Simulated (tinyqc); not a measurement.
Inside a calculation. Model: resistance of a tapered via with liner, size effect and interface.

Computed by the program tinyqc: `OMP_NUM_THREADS=1 python tinyqc.py 2750144 2750145 out.jsonl`, one thread of a shared Intel Xeon 2.30GHz, about 0.01 s for the whole run. Printed values are rounded.

A round via whose diameter grows from db at the bottom as D(z) = db + 2 z/tan(ang). The fill, of diameter D - 2 tl, starts above the bottom liner (thickness fb tl) and has rho = rho0 (1 + ks lam/(D - 2 tl)); the sidewall liner conducts in parallel with it. The bottom liner and the interface are crossed over the full area pi db^2/4. Spreading in the lines above and below is left out.

Values chosen for this exercise; fill metal close to cobalt: diameter at the bottom db = 43 nm; height hv = 80 nm; sidewall angle ang = 85 degrees; bulk resistivity of the fill rho0 = 6.18 uohm cm; mean free path of the fill lam = 11.7 nm; size-effect factor ks = 1.1; liner on the sidewall tl = 1.9 nm; liner at the bottom over that on the sidewall fb = 1; resistivity of the liner rl = 440 uohm cm; interface resistivity at the bottom ri = 2.2e-12 ohm cm^2; ballistic conductance per area, about 3/(4 rho0 lam) Sb = 1e15 S/m^2.

## Slices of the via

Slices between z0 = fb tl and hv, evaluated at their midpoints: conductance per length pi/4 [(D - 2 tl)^2/rho + (D^2 - (D - 2 tl)^2)/rl], slice resistance = slice height over that. 10 slices.

| slice | z (nm) | D (nm) | rho (uohm cm) | slice resistance (ohm) |
|---|---|---|---|---|
| 0 | 5.805 | 44.0157 | 8.15775 | 0.499745 |
| 1 | 13.6150 | 45.3823 | 8.09275 | 0.463784 |
| 2 | 21.4250 | 46.7489 | 8.03189 | 0.431532 |
| 3 | 29.2350 | 48.1155 | 7.97478 | 0.402498 |
| 4 | 37.0450 | 49.4820 | 7.92109 | 0.376273 |
| 5 | 44.8550 | 50.8486 | 7.87052 | 0.352507 |
| 6 | 52.6650 | 52.2152 | 7.82280 | 0.330904 |
| 7 | 60.4750 | 53.5818 | 7.77771 | 0.311213 |
| 8 | 68.2850 | 54.9483 | 7.73502 | 0.293214 |
| 9 | 76.0950 | 56.3149 | 7.69455 | 0.276721 |

## Total resistance

R_fill = sum of the slices; R_bottom = rl fb tl/(pi db^2/4); R_interface = ri/(pi db^2/4); ballistic (Sharvin) limit 1/(Sb pi (db - 2 tl)^2/4); ideal cylinder rho0 hv/(pi db^2/4).

parts (ohm): fill 3.73839, bottom liner 5.75678, interface 0.151494
R = 9.64666 ohm
shares (%): fill 38.7532, bottom liner 59.6764, interface 1.5704
ballistic limit = 0.828587 ohm
ideal cylinder = 3.40449 ohm

The bottom liner is the largest part, and R is 2.83 times the ideal cylinder. With 2000 slices R = 9.6477 ohm.
